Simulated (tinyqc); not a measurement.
What moves the efficiency: defect, radiative and Auger recombination at equal electron and hole densities (ABC model).

J/(e d) = Ae n + B n^2 + C n^3 with Ae = A + 4 S/w (four side walls, carriers spread evenly), e = 1.602176634e-19 C, lengths in cm; internal efficiency IQE = B n^2/(Ae n + B n^2 + C n^3); all injected carriers recombine in the layer.

Inputs chosen for the exercise (orders of magnitude like those quoted for InP; the results hold for these values, not for the real material): A = 32000000 1/s (defect rate); B = 1.8e-10 cm^3/s (radiative coefficient); C = 4.7e-31 cm^6/s (Auger coefficient); S = 0 cm/s (recombination velocity of the side walls); w = 2.2 micrometre (side of the square mesa); d = 170 nm (active thickness); J = 4500 A/cm^2 (current density).

IQE_max = Q/(Q + 2) with Q = B/sqrt(Ae C), reached at n = sqrt(Ae/C).

One parameter was then changed.

Results before and after:
```
case     n (1/cm^3)     IQE  IQE_max  J at the peak (A/cm^2)
base      2.931e+18  0.9361   0.9587                3.48e+04
changed   2.921e+18  0.9293   0.9426                1.77e+04
```

Which of these changes was made? (a) B = 2.7e-10 cm^3/s; (b) d = 340 nm; (c) A = 64000000 1/s; (d) C = 9.4e-31 cm^6/s; (e) J = 13500 A/cm^2.

Answer: (d) C = 9.4e-31 cm^6/s. Of the candidates, run in turn, only this one gives the changed row.

All candidates:
```
case                n (1/cm^3)     IQE  IQE_max  J at the peak (A/cm^2)
base                 2.931e+18  0.9361   0.9587                3.48e+04
A = 64000000 1/s     2.847e+18  0.8831   0.9426                7.08e+04
B = 2.7e-10 cm^3/s   2.410e+18  0.9493   0.9721                5.15e+04
C = 9.4e-31 cm^6/s   2.921e+18  0.9293   0.9426                1.77e+04
d = 340 nm           2.050e+18  0.9157   0.9587                6.96e+04
J = 13500 A/cm^2     5.126e+18  0.9541   0.9587                3.48e+04
```

Program tinyqc; command `OMP_NUM_THREADS=1 python tinyqc.py 1681849 1681850 out.jsonl`; about 0.01 s on one thread of a shared Intel(R) Xeon(R) Processor @ 2.30GHz.
